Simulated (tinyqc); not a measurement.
Changing the period of the pattern: rapid thermal processing of a wafer: radiative balance, ramp and cooling, pattern effects, pyrometer error and spike budget. Computed by tinyqc, a small Python program. Command: `OMP_NUM_THREADS=1 python tinyqc.py 3114321 3114322 out.jsonl rtp sweep`. One thread of a shared host (Intel(R) Xeon(R) Processor @ 2.30GHz), about 0.04 s of CPU time with the checks.

The wafer is opaque and uniform through its thickness unless said otherwise; temperatures in formulas are in kelvin (C + 273.15). sigma = 5.670374419e-12 W/(cm^2 K^4).

Inputs (values chosen for the exercise, modelled on a hot silicon wafer): wafer thickness d = 725 micrometre; heat capacity per volume C = 2.22 J/(cm^3 K); thermal conductivity k = 0.25 W/(cm K); emissivity eps of each face = 0.66; reflectivity of the chamber walls r = 0.69; gas heat-transfer coefficient h, both faces together = 1.4 mW/(cm^2 K); wall temperature T_w = 300 K; process temperature = 649 C; ramp rate = 270 K/s; relative change of absorptivity over a pattern = 12 %; activation energy of the process E_a = 3.46 eV.

Constants: k_B = 8.617333262e-05 eV/K.

Method:
- Effective emissivity between parallel grey plates: eps_eff = 1/(1/eps + 1/(1 - r) - 1). Loss per area q(T) = 2 eps_eff sigma (T^4 - T_w^4) + h (T - T_w).
- Absorbed power during a ramp = q(T) + C d x ramp rate; thermal time constant tau = C d/(dq/dT), dq/dT = 8 eps_eff sigma T^3 + h; natural cooling rate q/(C d); front-to-back difference under one-sided heating at the end of the ramp = (absorbed power) d/(2 k).
- At steady state a sinusoidal change of absorbed power of relative amplitude a and period p gives the temperature amplitude a q/(dq/dT + k d (2 pi/p)^2); healing length l = sqrt(k d/(dq/dT)); process change = E_a dT/(k_B T^2). Emissivity is taken as unchanged.

One run for each value:
```
period of the pattern (mm)  amplitude (K)  change of the process rate (%)
0.3                            4.5862e-04                      2.1655e-03
0.71                           2.5686e-03                      1.2128e-02
1.7                            1.4720e-02                      6.9506e-02
4                              8.1335e-02                      3.8404e-01
9.5                            4.5366e-01                      2.1420e+00
22                             2.2969e+00                      1.0845e+01
53                             1.0022e+01                      4.7322e+01
130                            2.4079e+01                      1.1370e+02
300                            3.1155e+01                      1.4710e+02
```

Over the rows, amplitude (K) rises from 4.59e-4 to 31.2 (exponent d ln y / d ln x 2.0 between the first rows and 0.31 between the last); change of the process rate (%) rises from 0.00217 to 147 (exponent d ln y / d ln x 2.0 between the first rows and 0.31 between the last). At the low end the exponent of amplitude is 2.00, close to 2: conduction smooths short periods.
